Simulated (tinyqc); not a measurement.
Rapid thermal processing of a wafer: radiative balance, ramp and cooling, pattern effects, pyrometer error and spike budget. Changing the reflectivity of the chamber walls r. Computed by tinyqc, a small Python program. Command: `OMP_NUM_THREADS=1 python tinyqc.py 3113071 3113072 out.jsonl rtp sweep`. One thread of a shared host (Intel(R) Xeon(R) Processor @ 2.30GHz), about 0.07 s of CPU time with the checks.

The wafer is opaque and uniform through its thickness unless said otherwise; temperatures in formulas are in kelvin (C + 273.15). sigma = 5.670374419e-12 W/(cm^2 K^4).

Inputs (values chosen for the exercise, modelled on a hot silicon wafer): wafer thickness d = 725 micrometre; heat capacity per volume C = 2.27 J/(cm^3 K); thermal conductivity k = 0.27 W/(cm K); emissivity eps of each face = 0.62; gas heat-transfer coefficient h, both faces together = 1.4 mW/(cm^2 K); wall temperature T_w = 350 K; process temperature = 932 C; starting temperature = 500 C; ramp rate = 62 K/s; relative change of absorptivity over a pattern = 2.3 %; period of the pattern = 4.7 mm; activation energy of the process E_a = 2.7 eV.

Constants: k_B = 8.617333262e-05 eV/K.

Method:
- Effective emissivity between parallel grey plates: eps_eff = 1/(1/eps + 1/(1 - r) - 1). Loss per area q(T) = 2 eps_eff sigma (T^4 - T_w^4) + h (T - T_w).
- Absorbed power during a ramp = q(T) + C d x ramp rate; thermal time constant tau = C d/(dq/dT), dq/dT = 8 eps_eff sigma T^3 + h; natural cooling rate q/(C d); front-to-back difference under one-sided heating at the end of the ramp = (absorbed power) d/(2 k).
- Cooling with the lamps off: C d dT/dt = -q(T), integrated adaptively (relative tolerance 1e-10).
- Spike anneal: linear ramp to the peak, then lamps off. Equivalent time at the peak = int exp(-(E_a/k_B)(1/T - 1/T_peak)) dt; estimate (k_B T^2/E_a)(1/ramp rate + 1/cooling rate). The ramp part uses 4000 trapezoid steps, the cooling part 4000 steps over 4 tau.
- Time within 50 K of the peak from the same curves.
- At steady state a sinusoidal change of absorbed power of relative amplitude a and period p gives the temperature amplitude a q/(dq/dT + k d (2 pi/p)^2); healing length l = sqrt(k d/(dq/dT)); process change = E_a dT/(k_B T^2). Emissivity is taken as unchanged.

One run for each value; columns: (1) reflectivity of the chamber walls r; (2) holding power q (W/cm^2); (3) natural cooling rate (K/s); (4) equivalent time, total (s); (5) healing length l (mm):
```
(1)     (2)    (3)    (4)    (5)
0.00  15.92  96.76  1.210   6.22
0.14  14.57  88.55  1.257   6.52
0.27  13.18  80.06  1.316   6.87
0.41  11.49  69.81  1.406   7.39
0.54   9.72  59.06  1.533   8.09
0.68   7.55  45.89  1.769   9.30
0.81   5.24  31.84  2.231  11.46
0.95   2.35  14.28  4.023  19.31
```

Describe and explain the trends.

Over the rows, holding power q (W/cm^2) falls from 15.9 to 2.35; natural cooling rate (K/s) falls from 96.8 to 14.3; equivalent time, total (s) rises from 1.21 to 4.02. Reflecting walls save power but slow the cooling, which lengthens the equivalent time of a spike.

Extremes, crossings and ranges named in words are read from the listed rows.
